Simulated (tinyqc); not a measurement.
Leaving out one process at a time: Debye-Callaway model of lattice thermal conductivity. Computed by tinyqc, a small Python program. Command: `OMP_NUM_THREADS=1 python tinyqc.py 3026338 3026339 out.jsonl callaway walk`. One thread of a shared host (Intel(R) Xeon(R) Processor @ 2.30GHz), about 0.01 s of CPU time with the checks.

Three acoustic branches with one velocity v, cut at omega_D = k_B Theta/hbar; x = hbar omega/(k_B T). v and Theta are separate inputs: Theta cuts off the heat-carrying modes, so C need not reach 3 k_B/V. gamma is an effective value that sets the umklapp rate. Heat flows along the wire.

Inputs (values chosen for the exercise, for a model crystal):
```
quantity                                value        unit
sound velocity v                         6200         m/s
Debye temperature Theta                   482           K
volume per atom V                        32.9  angstrom^3
mean atomic mass M                        143           u
effective Grueneisen parameter gamma     2.08           -
umklapp exponent divisor b                  3           -
mass variance Gamma                   0.00036           -
wire diameter D                          0.15  micrometre
specularity p                             0.8           -
normal-process factor f_N                   2           -
temperature T                              77           K
```

Sample: wire. Point defects: isotopes. Normal processes: included.

Constants: k_B = 1.380649e-23 J/K; hbar = 1.054571817e-34 J s; u = 1.6605390666e-27 kg.

Method:
- Gamma is given directly by the isotope mixture. A = V Gamma/(4 pi v^3).
- Rates: point defects A omega^4; umklapp B omega^2 T exp(-Theta/(b T)) with B = hbar gamma^2/(M v^2 Theta); normal processes f_N B omega^2 T (T/Theta)^2. Boundaries: v/Lambda_B with Lambda_B = D (1 + p)/(1 - p).
- kappa_1 = c int tau_C g dx, g = x^4 e^x/(e^x - 1)^2, c = (k_B/(2 pi^2 v)) (k_B T/hbar)^3, over 0 < x < min(Theta/T, 40), by 96 Gauss-Legendre points in s with x = x_max s^2; 1/tau_C = 1/tau_R + 1/tau_N; kappa_2 = c [int (tau_C/tau_N) g dx]^2 / int (tau_C/(tau_N tau_R)) g dx; kappa = kappa_1 + kappa_2.

Rayleigh coefficient A = 3.95470e-45 s^3

Conductivity at T:
```
case                   kappa (W/(m K))  ratio to all
all processes                   191.74             1
without point defects           378.50        1.9740
without boundaries              1459.4        7.6112
without umklapp                 208.21        1.0859
```

What follows from these numbers?

Removing boundaries raises kappa most, by a factor 7.61; removing umklapp gives only 1.09.
